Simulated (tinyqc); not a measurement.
What grading buys: minority-electron transport through the base of a bipolar transistor (Moll-Ross and Kroemer integrals). Computed by tinyqc, a small Python program. Command: `OMP_NUM_THREADS=1 python tinyqc.py 3013714 3013715 out.jsonl base walk`. One thread of a shared host (Intel(R) Xeon(R) Processor @ 2.30GHz), about 0.01 s of CPU time with the checks.

Low injection, one dimension, x from the emitter edge (0) to the collector edge (W), s = x/W. Recombination is treated as a small correction (valid for tau_B well below tau_n), computed from the stored charge.

Inputs (values chosen for the exercise, modelled on GaAs): base doping at the emitter edge N_0 = 1.2e+18 1/cm^3; base width W = 47 nm; mu_min = 1300 cm^2/(V s); mu_max = 6670 cm^2/(V s); N_ref = 2.7e+17 1/cm^3; saturation velocity v_s = 0.87 1e7 cm/s; temperature T = 300 K.

Base doping profile: uniform. Gap grading: none. Exit of the base: saturation velocity.

Constants: k_B = 8.617333262e-05 eV/K.

Method. N(x) = N_0; n_i(x)^2 = n_i^2 exp(s dE_g/k_B T); D(x) = (k_B T/e) mu, mu = mu_min + (mu_max - mu_min)/(1 + (N/N_ref)^0.7). With y(x) = N n_i^2/(D n_i(x)^2): base Gummel number G_B = int_0^W y dx + N(W) n_i^2/(v_s n_i(W)^2); J_C = e n_i^2 exp(e V_BE/k_B T)/G_B; n(x) = (J_C/e)(n_i(x)^2/(N n_i^2)) [int_x^W y dx + the same exit term]; transit time tau_B = (e/J_C) int n dx; trapezoid rule on 401 even points.

The same base with other gradings:
```
dE_g (meV)  dE_g/k_B T  G_B (s/cm^4)  J_C gain  tau_B (ps)  speed gain
0                0.000    2.1879e+11     1.000     0.69858      1.0000
25               0.967    1.0427e+11     2.098     0.46384      1.5061
50               1.934    5.5703e+10     3.928     0.33027      2.1152
75               2.901    3.3921e+10     6.450     0.24958      2.7990
100              3.868    2.3349e+10     9.370     0.19789      3.5301
150              5.802    1.4311e+10    15.289     0.13803      5.0610
200              7.736    1.0508e+10    20.822     0.10545      6.6247
300             11.605    6.9696e+09    31.392     0.07150      9.7707
```

At 100 meV J_C rises by a factor 9.37 and the transit is 3.53 times faster; at 300 meV the factors are 31.39 and 9.77. For a uniform base without exit term both tend to be linear in dE_g/k_B T, J_C as x/(1 - exp(-x)) and the speed as x/2. From 25 meV on the mean velocity W/tau_B exceeds v_s, so those speed gains are overstated.
